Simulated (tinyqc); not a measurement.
In-plane mass from two subband densities.

Question. At zero temperature each occupied subband holds N_k = D (EF - E_k), D = md m0 q/(pi hbar^2) per eV. Two subbands are occupied. Find md, EF - E1 and EF - E2.

Constants: q = 1.602176634e-19 C, hbar = 1.054571817e-34 J s, m0 = 9.1093837015e-31 kg. Results are converted to the units shown.

N1, N2 (cm^-2): [5.0247297e11, 1.6e11]
E2 - E1 = 12.2 meV

Answer. N1 - N2 = D (E2 - E1) gives D and so md; each N_k/D is a distance to EF.

md = 0.0672 m0
EF - E1 = 17.9 meV
EF - E2 = 5.70 meV

tinyqc, about 0.2 s, one thread, Intel Xeon 2.30GHz (shared host): `OMP_NUM_THREADS=1 python tinyqc.py 2140056 2140057 out.jsonl`
